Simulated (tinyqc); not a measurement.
Capacitance of parallel on-chip lines from Laplace's equation on a mesh: one step of the calculation.

Cross-section of an endless row of equal lines between two grounded planes; neighbours are driven in antiphase (+1 V and -1 V), so the plane midway between two lines is at 0 V. By symmetry one quarter is solved: x runs from the centre of a line (column 0, mirror) to that midplane (column 4, 0 V), y from the mid-height of the line (row 0, mirror) to the ground plane (row 4, 0 V). The line fills columns 0 to 2 and rows 0 to 1 at 1 V. Cells beside the line (below row 1) have e2, cells above have e1. Each link between nodes has the conductance g = mean permittivity of the two cells beside it (a cell beyond a mirror counts as 0), and the free nodes obey sum g (V_neighbour - V) = 0.

Problem. Relaxation sweep. One sweep visits the free nodes row by row from row 0, left to right, and replaces V by V + om (weighted mean of the neighbours - V), using new values at once.

Parameters, values chosen for the exercise:
```
symbol  value  unit                 meaning
om        1.2        over-relaxation factor
```

V at the start (V):
```
       col 0  col 1  col 2  col 3  col 4
row 0      1      1      1      0      0
row 1      1      1      1      0      0
row 2      0      0      0      0      0
row 3      0      0      0      0      0
row 4      0      0      0      0      0
```

gx:
```
       col 0  col 1  col 2  col 3
row 0   1.95   1.95   1.95   1.95
row 1   3.45   3.45   3.45   3.45
row 2      3      3      3      3
row 3      3      3      3      3
row 4    1.5    1.5    1.5    1.5
```

gy:
```
       col 0  col 1  col 2  col 3  col 4
row 0   1.95    3.9    3.9    3.9   1.95
row 1    1.5      3      3      3    1.5
row 2    1.5      3      3      3    1.5
row 3    1.5      3      3      3    1.5
```

Find: V after sweep 1.

Solution.

V after sweep 1 (V):
```
       col 0  col 1  col 2  col 3  col 4
row 0  1.000  1.000  1.000  0.300  0.000
row 1  1.000  1.000  1.000  0.402  0.000
row 2  0.300  0.390  0.417  0.246  0.000
row 3  0.090  0.144  0.168  0.124  0.000
row 4  0.000  0.000  0.000  0.000  0.000
```

tinyqc, about 1 s, one thread, Intel Xeon 2.30GHz (shared host): `OMP_NUM_THREADS=1 python tinyqc.py 2790138 2790139 out.jsonl`
